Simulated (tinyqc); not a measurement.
## Reset of a mushroom phase-change cell, hemispherical electro-thermal model: amorphous thickness against current

Current spreads from a hemispherical contact of radius r0 into a large dome with constant rho and ka: j = I/(2 pi r^2). With s = r0/r the steady rise is T - T0 = c (b s - s^2), c = I^2 rho/(8 pi^2 ka r0^2). The heat lost through the heater, (T(r0) - T0)/Rh, fixes b = (2 + g)/(1 + g), g = 1/(2 pi ka r0 Rh).

The peak lies at s = b/2 with the rise c b^2/4; melting starts at the current where that equals Tm - T0, and the molten shell spans the roots of s^2 - b s + (Tm - T0)/c = 0 (s at most 1). Electrical resistance rho/(2 pi r0).

Parameters, values chosen for the exercise; values of the order of Ge-Sb-Te and related chalcogenides: ambient temperature T0 = 300 K; melting point Tm = 892 K; radius of the heater contact r0 = 9 nm; resistivity of the hot chalcogenide rho = 4.3 mohm cm; its thermal conductivity ka = 0.7 W/(m K); thermal resistance of the path through the heater Rh = 40 K/uW.

Result of one run:

| peak T (K) | T at the contact (K) | thickness of the melt (nm) | power (uW) |
|---|---|---|---|
| 931.7 | 895.3 | 5.894 | 76.90 |

Which reset current I gave this result: 310, 318, 327 or 449 uA?

I = 318 uA.

The whole series:

| I (uA) | peak T (K) | T at the contact (K) | thickness of the melt (nm) | power (uW) |
|---|---|---|---|---|
| 310 | 900.3 | 865.7 | 2.663 | 73.08 |
| 318 | 931.7 | 895.3 | 5.894 | 76.90 |
| 327 | 968.0 | 929.5 | 7.838 | 81.31 |
| 342 | 1031 | 988.6 | 10.77 | 88.94 |
| 361 | 1114 | 1067 | 14.36 | 99.10 |
| 385 | 1226 | 1173 | 18.94 | 112.7 |
| 415 | 1376 | 1314 | 24.88 | 131.0 |
| 449 | 1559 | 1487 | 32.02 | 153.3 |

The thickness rises from 2.66 to 32.0 nm; it opens as the square root of I - Im just above the melting current of 308 uA. The contact itself melts from I = 318 uA on among the rows.

Range of the model: Constant properties, no latent heat, thermoelectric terms, boundary resistance or heating in the heater itself.

Computed by the program tinyqc: `OMP_NUM_THREADS=1 python tinyqc.py 2490006 2490007 out.jsonl`, one thread of a shared Intel Xeon 2.30GHz, about 0.01 s for the whole run.
